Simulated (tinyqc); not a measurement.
Thickness from the minima: X-ray reflectivity of a thin film on silicon: critical angles, Parratt recursion, fringes and roughness. Computed by tinyqc, a small Python program. Command: `OMP_NUM_THREADS=1 python tinyqc.py 3120984 3120985 out.jsonl xrr walk`. One thread of a shared host (Intel(R) Xeon(R) Processor @ 2.30GHz), about 0.01 s of CPU time with the checks.

n = 1 - delta + i beta; the classical electron radius is r_e = 2.8179403e-6 nm. Layer 0 is vacuum, 1 the film, 2 the substrate.

Inputs (values chosen for the exercise, modelled on Al2O3 on silicon, copper K-alpha radiation):
```
quantity                                        value     unit
wavelength lambda                             0.15406       nm
film density rho                                 3.27   g/cm^3
effective electrons per unit mass, film         0.487    mol/g
beta/delta, film                                0.012        -
film thickness d                                 29.4       nm
roughness of the surface sigma_1                 0.23       nm
roughness of the interface sigma_2               0.73       nm
substrate density                                2.33   g/cm^3
effective electrons per unit mass, substrate    0.507    mol/g
beta/delta, substrate                           0.023        -
grazing angle theta                              1.93  degrees
```

Constants: N_A = 6.02214076e+23 1/mol.

Method:
- delta = r_e lambda^2 rho_e/(2 pi), rho_e = density x electrons per mass x N_A; critical angle sqrt(2 delta), q_c = 4 sqrt(pi r_e rho_e).
- k_j = (2 pi/lambda) sqrt(sin^2 theta - 2 delta_j + 2 i beta_j); r_ij = (k_i - k_j)/(k_i + k_j) x exp(-2 k_i k_j sigma^2) (Nevot-Croce); r = (r_01 + r_12 p)/(1 + r_01 r_12 p), p = exp(2 i k_1 d); R = |r|^2.
- Far above the critical angle the period is d theta = lambda/(2 d), or 2 pi/d in q; the envelope runs between (|r_01| - |r_12 p|)^2 and (|r_01| + |r_12 p|)^2; contrast = 2 a b/(a^2 + b^2) with a = |r_01|, b = |r_12 p|; roughness factors on the amplitudes are about exp(-q^2 sigma^2/2).
- Minima of R theta^4 are located on 6001 points over 7.5 periods, from 1.15 times the larger critical angle. With refraction, sin^2(theta_m) = 2 delta + m^2 (lambda/(2 d))^2, m integer or half-integer; the first six minima are used, and the first order is the one that minimises the largest residual of the least-squares line plus the distance of its intercept from 2 delta. Without refraction, d = lambda/(2 x mean step of sin theta).

Constants:
```
layer      rho_e (1/nm^3)        delta         beta  critical angle (degrees)  q_c (1/nm)
film              959.020  1.02084e-05  1.22501e-07                  0.258891    0.368565
substrate         711.402  7.57263e-06  1.74170e-07                  0.222977    0.317437
```

period in theta = 0.150119 degrees

Minima:
```
order m  theta (degrees)  sin^2 theta
1                0.29979   2.7377e-05
2                0.39662   4.7917e-05
3                0.51915   8.2097e-05
4                0.65351   1.3009e-04
5                0.79330   1.9169e-04
6                0.93648   2.6712e-04
```

d with refraction = 29.432 nm

d without refraction = 34.662 nm

What follows from these numbers?

Against d = 29.4 nm the errors are +0.11 % with and +17.90 % without refraction. The orders are integers, as r_01 and r_12 have opposite signs for a film denser than the substrate.

Extremes, crossings and ranges named in words are read from the listed rows.
